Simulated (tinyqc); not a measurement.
Virtual-crystal alloy in the empirical-pseudopotential method: one step. Levels in the small basis. Four cases, with inputs chosen for the exercise.

Task: Diagonalise; the gap between the fourth and fifth level is a first estimate of the direct gap at X.

Give: levels (absolute scale of H); gap.

Case 1.

H in this small basis (eV):
```
             000      -200    -1+1+1    -1-1-1    -1+1-1    -1-1+1
000      4.76299         0  -2.18081   2.18081  -2.18081  -2.18081
-200           0   4.76299   2.18081  -2.18081  -2.18081  -2.18081
-1+1+1  -2.18081   2.18081   9.52598  -0.20487         0         0
-1-1-1   2.18081  -2.18081  -0.20487   9.52598         0         0
-1+1-1  -2.18081  -2.18081         0         0   9.52598   0.20487
-1-1+1  -2.18081  -2.18081         0         0   0.20487   9.52598
```

Result:

levels (absolute scale of H) (eV): 2.228  2.228  9.321  9.321  12.266  12.266

gap = 2.945 eV

The full basis gives 3.770 eV for this gap.

Case 2.

H in this small basis (eV):
```
                      000               -200             -1+1+1             -1-1-1             -1+1-1
000               4.99793           0.89553i  -2.11424-1.06905i   2.11424+1.06905i  -2.11424+1.06905i
-200            -0.89553i            4.99793   2.11424-1.06905i  -2.11424+1.06905i  -2.11424-1.06905i
-1+1+1  -2.11424+1.06905i   2.11424+1.06905i            9.99586           -0.33470           0.89553i
-1-1-1   2.11424-1.06905i  -2.11424-1.06905i           -0.33470            9.99586          -0.89553i
-1+1-1  -2.11424-1.06905i  -2.11424+1.06905i          -0.89553i           0.89553i            9.99586
-1-1+1  -2.11424-1.06905i  -2.11424+1.06905i          -0.89553i           0.89553i            0.33470

                   -1-1+1
000     -2.11424+1.06905i
-200    -2.11424-1.06905i
-1+1+1           0.89553i
-1-1-1          -0.89553i
-1+1-1            0.33470
-1-1+1            9.99586
```

Result:

levels (absolute scale of H) (eV): -0.421  5.257  9.661  9.661  12.758  13.063

gap = 3.097 eV

The full basis gives 4.415 eV for this gap.

Case 3.

H in this small basis (eV):
```
                      000               -200             -1+1+1             -1-1-1             -1+1-1
000               4.18199           0.68280i  -2.12500-0.76900i   2.12500+0.76900i  -2.12500+0.76900i
-200            -0.68280i            4.18199   2.12500-0.76900i  -2.12500+0.76900i  -2.12500-0.76900i
-1+1+1  -2.12500+0.76900i   2.12500+0.76900i            8.36397           -0.01327           0.68280i
-1-1-1   2.12500-0.76900i  -2.12500-0.76900i           -0.01327            8.36397          -0.68280i
-1+1-1  -2.12500-0.76900i  -2.12500+0.76900i          -0.68280i           0.68280i            8.36397
-1-1+1  -2.12500-0.76900i  -2.12500+0.76900i          -0.68280i           0.68280i            0.01327

                   -1-1+1
000     -2.12500+0.76900i
-200    -2.12500-0.76900i
-1+1+1           0.68280i
-1-1-1          -0.68280i
-1+1-1            0.01327
-1-1+1            8.36397
```

Result:

levels (absolute scale of H) (eV): -0.793  3.656  8.351  8.351  10.951  11.304

gap = 2.601 eV

The full basis gives 3.829 eV for this gap.

Case 4.

H in this small basis (eV):
```
                      000               -200             -1+1+1             -1-1-1             -1+1-1
000               4.78939           0.72226i  -2.16844-0.75629i   2.16844+0.75629i  -2.16844+0.75629i
-200            -0.72226i            4.78939   2.16844-0.75629i  -2.16844+0.75629i  -2.16844-0.75629i
-1+1+1  -2.16844+0.75629i   2.16844+0.75629i            9.57878           -0.16215           0.72226i
-1-1-1   2.16844-0.75629i  -2.16844-0.75629i           -0.16215            9.57878          -0.72226i
-1+1-1  -2.16844-0.75629i  -2.16844+0.75629i          -0.72226i           0.72226i            9.57878
-1-1+1  -2.16844-0.75629i  -2.16844+0.75629i          -0.72226i           0.72226i            0.16215

                   -1-1+1
000     -2.16844+0.75629i
-200    -2.16844-0.75629i
-1+1+1           0.72226i
-1-1-1          -0.72226i
-1+1-1            0.16215
-1-1+1            9.57878
```

Result:

levels (absolute scale of H) (eV): -0.038  4.345  9.417  9.417  12.352  12.402

gap = 2.935 eV

The full basis gives 4.019 eV for this gap.

Computed by tinyqc, one run a case: `OMP_NUM_THREADS=1 python tinyqc.py N N+1 out.jsonl` with N = 1051465, 1051521, 1051567, 1080101; one thread of a shared Intel(R) Xeon(R) Processor @ 2.30GHz, about 0.3 s a run at most.
